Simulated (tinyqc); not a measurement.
CMOS inverter, nodal equation and switching: two steps of the calculation.

An n-channel pull-down (bn, VTn) and a p-channel pull-up (bp, VTp) share the input Vin and the output node Vout, which carries the load C. Transistor (EKV form, voltages against the body): I = 2 n b Vt^2 [F(vp - Vs) - F(vp - Vd)] from drain to source, F(v) = ln^2(1 + exp(v/(2 Vt))), vp = (Vg - VT + sg |Vd - Vs|)/n. n-channel bodies are at 0; for the p-channel device all voltages are counted down from Vdd. b in uA/V^2 gives I in uA. Static: In = Ip. Transient: C dVout/dt = Ip - In. No velocity saturation, no gate capacitance beyond C.

Inputs (values chosen for the exercise):
```
symbol,value,unit,meaning
T,250,K,temperature
Vdd,1.2,V,supply voltage
n,1.1,,slope factor
sg,0.06,,drain-induced barrier lowering
VTn,0.39,V,n-channel threshold
VTp,0.31,V,p-channel threshold (magnitude)
bn,410,uA/V^2,gain factor of the pull-down transistor
bp,530,uA/V^2,gain factor of the pull-up transistor
C,1.1,fF,load capacitance
```

Constants: q = 1.602176634e-19 C, kB = 1.380649e-23 J/K, Vt = kB T/q. Results are converted to the units shown.

Problem 1. Switching point and noise margins. VM solves In = Ip with Vin = Vout. VIL and VIH are the inputs at which the gain is -1; NML = VIL - Vout(VIH), NMH = Vout(VIL) - VIH.

Find: VM; gain at VM; VIL; VIH; NML; NMH.

Solution 1.

VM = 0.65508 V
gain at VM = -16.667
VIL = 0.57100 V
VIH = 0.75587 V
NML = 0.49801 V
NMH = 0.36661 V

VM lies 55 mV above Vdd/2, and the low margin is the larger one. With both transistors saturated the size of the gain tends to 1/sg = 16.7; here it is within 0.01 % of that.

Problem 2. Delays and energy. For a step input the delay to Vdd/2 is tHL = C times the integral of dV/(In - Ip) from Vdd/2 to Vdd at Vin = Vdd, and tLH likewise with Ip - In from 0 to Vdd/2 at Vin = 0. Energy drawn for one full cycle of the output: C Vdd^2. Leakage power: Vdd times the mean of the supply currents at Vin = 0 and Vdd.

Find: tHL; tLH; energy; leakage power.

Solution 2.

tHL = 4.773 ps
tLH = 3.116 ps
energy = 1.584 fJ
leakage power = 0.01440 nW

Numbers from tinyqc (`OMP_NUM_THREADS=1 python tinyqc.py 2340005 2340006 out.jsonl`; about 0.05 s on one thread of a shared Intel Xeon 2.30GHz).
